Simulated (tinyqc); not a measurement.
Inside a calculation. Method: RHF in the sto-3g basis, for BeH2, spin multiplicity 1. One step of it, computed by the program tinyqc.

Problem. Iteration 1: diagonalisation and new density. Diagonalise F' = X^T F X, C = X C', fill 3 alpha and 3 beta electrons from the bottom; D = 2 C_occ C_occ^T. Each column has its largest component positive (the first on a tie).

Fock matrix F (hartree), order 1Be 1s, 1Be 2s, 1Be 2px, 1Be 2py, 1Be 2pz, 2H 1s, 3H 1s:
$$\begin{pmatrix}
-4.472144 & -1.271718 & 0.000000 & 0.000000 & -0.000707 & -0.129984 & -0.129984 \\
-1.271718 & -0.649158 & 0.000000 & 0.000000 & -0.009057 & -0.257249 & -0.257249 \\
0.000000 & 0.000000 & 0.221506 & 0.000000 & 0.000000 & 0.000000 & 0.000000 \\
0.000000 & 0.000000 & 0.000000 & 0.109456 & 0.000000 & -0.168556 & 0.168556 \\
-0.000707 & -0.009057 & 0.000000 & 0.000000 & 0.220185 & -0.018406 & -0.018406 \\
-0.129984 & -0.257249 & 0.000000 & -0.168556 & -0.018406 & -0.151037 & -0.029808 \\
-0.129984 & -0.257249 & 0.000000 & 0.168556 & -0.018406 & -0.029808 & -0.151037
\end{pmatrix}$$

X, order 1Be 1s, 1Be 2s, 1Be 2px, 1Be 2py, 1Be 2pz, 2H 1s, 3H 1s:
$$\begin{pmatrix}
1.028176 & -0.146033 & 0.000000 & 0.000000 & -0.001413 & 0.019331 & 0.019331 \\
-0.146033 & 1.103479 & 0.000000 & 0.000000 & 0.010392 & -0.167138 & -0.167138 \\
0.000000 & 0.000000 & 1.000000 & 0.000000 & 0.000000 & 0.000000 & 0.000000 \\
0.000000 & 0.000000 & 0.000000 & 1.132115 & 0.000000 & -0.228836 & 0.228836 \\
-0.001413 & 0.010392 & 0.000000 & 0.000000 & 1.001405 & -0.022704 & -0.022704 \\
0.019331 & -0.167138 & 0.000000 & -0.228836 & -0.022704 & 1.103669 & -0.031432 \\
0.019331 & -0.167138 & 0.000000 & 0.228836 & -0.022704 & -0.031432 & 1.103669
\end{pmatrix}$$

Give: F' = X^T F X; orbital energies; coefficients C; D after iteration 1.

Solution.

F' = X^T F X (hartree):
$$\begin{pmatrix}
-4.3672 & -0.6708 & 0.0000 & 0.0000 & -0.0024 & 0.0122 & 0.0122 \\
-0.6708 & -0.3090 & 0.0000 & 0.0000 & 0.0056 & -0.1911 & -0.1911 \\
0.0000 & 0.0000 & 0.2215 & 0.0000 & 0.0000 & 0.0000 & 0.0000 \\
0.0000 & 0.0000 & 0.0000 & 0.3023 & 0.0000 & -0.2311 & 0.2311 \\
-0.0024 & 0.0056 & 0.0000 & 0.0000 & 0.2223 & -0.0227 & -0.0227 \\
0.0122 & -0.1911 & 0.0000 & -0.2311 & -0.0227 & -0.0126 & -0.0430 \\
0.0122 & -0.1911 & 0.0000 & 0.2311 & -0.0227 & -0.0430 & -0.0126
\end{pmatrix}$$

orbital energies (hartree): MO1 -4.4754, MO2 -0.4078, MO3 -0.1877, MO4 0.1407, MO5 0.2215, MO6 0.2329, MO7 0.5203

coefficients C, order 1Be 1s, 1Be 2s, 1Be 2px, 1Be 2py, 1Be 2pz, 2H 1s, 3H 1s:
$$\begin{pmatrix}
0.9919 & -0.2312 & 0.0000 & -0.1941 & 0.0000 & -0.0649 & 0.0000 \\
0.0303 & 0.7385 & 0.0000 & 0.8178 & 0.0000 & 0.2825 & 0.0000 \\
0.0000 & 0.0000 & 0.0000 & 0.0000 & 1.0000 & 0.0000 & 0.0000 \\
0.0000 & 0.0000 & 0.3591 & 0.0000 & 0.0000 & 0.0000 & 1.1214 \\
0.0004 & 0.0124 & 0.0000 & -0.3047 & 0.0000 & 0.9545 & 0.0000 \\
-0.0031 & 0.3278 & 0.5407 & -0.6531 & 0.0000 & -0.2639 & -0.6358 \\
-0.0031 & 0.3278 & -0.5407 & -0.6531 & 0.0000 & -0.2639 & 0.6358
\end{pmatrix}$$

D after iteration 1, order 1Be 1s, 1Be 2s, 1Be 2px, 1Be 2py, 1Be 2pz, 2H 1s, 3H 1s:
$$\begin{pmatrix}
2.0747 & -0.2814 & 0.0000 & 0.0000 & -0.0049 & -0.1577 & -0.1577 \\
-0.2814 & 1.0927 & 0.0000 & 0.0000 & 0.0183 & 0.4840 & 0.4840 \\
0.0000 & 0.0000 & 0.0000 & 0.0000 & 0.0000 & 0.0000 & 0.0000 \\
0.0000 & 0.0000 & 0.0000 & 0.2579 & 0.0000 & 0.3883 & -0.3883 \\
-0.0049 & 0.0183 & 0.0000 & 0.0000 & 0.0003 & 0.0081 & 0.0081 \\
-0.1577 & 0.4840 & 0.0000 & 0.3883 & 0.0081 & 0.7996 & -0.3698 \\
-0.1577 & 0.4840 & 0.0000 & -0.3883 & 0.0081 & -0.3698 & 0.7996
\end{pmatrix}$$
